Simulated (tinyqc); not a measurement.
p-n diode with diffusion and depletion-layer recombination: effect of the temperature.

Abrupt junction in the depletion approximation, low injection, full ionisation, neutral widths fixed, ohmic contact on the p side. Vj is the junction voltage; where a series resistance Rs is given, V = Vj + J Rs is the terminal voltage.

Nc and Nv are given at 300 K and scale as (T/300 K)^1.5; Eg, mobilities and lifetimes are held fixed. ni = sqrt(Nc Nv) exp(-Eg/(2 Vt)), Eg in volts; D = mu Vt; Ln = sqrt(Dn tn), Lp = sqrt(Dp tp); J0n = q ni^2 Dn coth(wp/Ln)/(Ln Na); J0p = (q ni^2 Dp/(Lp Nd)) (s + tanh(wn/Lp))/(1 + s tanh(wn/Lp)), s = Sp Lp/Dp. J_diff = (J0n + J0p)(exp(Vj/Vt) - 1). Vbi = Vt ln(Na Nd/ni^2), W = sqrt(2 eps0 eps_r (Vbi - Vj)(1/Na + 1/Nd)/q), xp = W Nd/(Na + Nd), xn = W Na/(Na + Nd); u(x) = q Na (x + xp)^2/(2 eps0 eps_r) for x < 0 and Vbi - Vj - q Nd (xn - x)^2/(2 eps0 eps_r) for x > 0; p = Na exp(-u/Vt), n = Nd exp((u - Vbi + Vj)/Vt); U = ni^2 (exp(Vj/Vt) - 1)/(tp (n + ni exp(Et/Vt)) + tn (p + ni exp(-Et/Vt))); J_scr = q times the integral of U from -xp to xn. J = J_diff + J_scr.

Parameters, values chosen for the exercise; band and dielectric values close to those of indium phosphide: band gap Eg = 1.35 eV; relative permittivity eps_r = 12.3; conduction-band density of states at the reference temperature Nc = 5.79e17 cm^-3; valence-band density of states at the reference temperature Nv = 1.1e19 cm^-3; acceptor density Na = 5.8e17 cm^-3; donor density Nd = 2.9e15 cm^-3; electron mobility in the p side mun = 1400 cm^2/(V s); hole mobility in the n side mup = 190 cm^2/(V s); electron lifetime tn = 3e-6 s; hole lifetime tp = 2e-6 s; neutral width of the p side wp = 22 um; neutral width of the n side wn = 46 um; recombination velocity at the n contact Sp = 1e7 cm/s; trap level above the intrinsic level Et = 0 eV; junction voltage at which recombination is evaluated Vj = 0.49 V.

Constants: q = 1.602176634e-19 C, kB = 1.380649e-23 J/K, Vt = kB T/q, eps0 = 8.8541878128e-14 F/cm where lengths are in cm. Results are converted to the units shown.

Result of one run:

| J0n (A/cm^2) | J0p (A/cm^2) | J_diff (A/cm^2) | J_scr (A/cm^2) | J_scr/J (%) | wn/Lp |
|---|---|---|---|---|---|
| 1.128e-22 | 2.472e-21 | 8.136e-12 | 1.415e-9 | 99.43 | 1.576 |

Which temperature T gave this result: 260, 300, 340 or 460 K?

T = 260 K.

The whole series:

| T (K) | J0n (A/cm^2) | J0p (A/cm^2) | J_diff (A/cm^2) | J_scr (A/cm^2) | J_scr/J (%) | wn/Lp |
|---|---|---|---|---|---|---|
| 220 | 1.013e-27 | 2.357e-26 | 4.126e-15 | 2.703e-11 | 99.98 | 1.714 |
| 260 | 1.128e-22 | 2.472e-21 | 8.136e-12 | 1.415e-9 | 99.43 | 1.576 |
| 300 | 6.151e-19 | 1.284e-17 | 2.294e-9 | 2.774e-8 | 92.36 | 1.468 |
| 340 | 4.718e-16 | 9.463e-15 | 1.821e-7 | 2.884e-7 | 61.29 | 1.379 |
| 380 | 9.392e-14 | 1.821e-12 | 6.038e-6 | 1.951e-6 | 24.42 | 1.304 |
| 420 | 7.102e-12 | 1.338e-10 | 1.068e-4 | 9.771e-6 | 8.380 | 1.240 |
| 460 | 2.616e-10 | 4.808e-9 | 0.001184 | 3.929e-5 | 3.211 | 1.185 |

As T goes from 220 to 460, J0p rises from 2.36e-26 to 4.81e-9 A/cm^2, J_scr rises from 2.70e-11 to 3.93e-5 A/cm^2 and its share falls from 100 to 3.21 %. Activation energies -d ln J/d(1/kB T) over the table: 0.959 eV for J_diff (compare Eg - Vj = 0.860 eV, raised by the power-law prefactors) and 0.516 eV for J_scr.

tinyqc, about 0.01 s, one thread, Intel Xeon 2.30GHz (shared host): `OMP_NUM_THREADS=1 python tinyqc.py 2260054 2260055 out.jsonl`
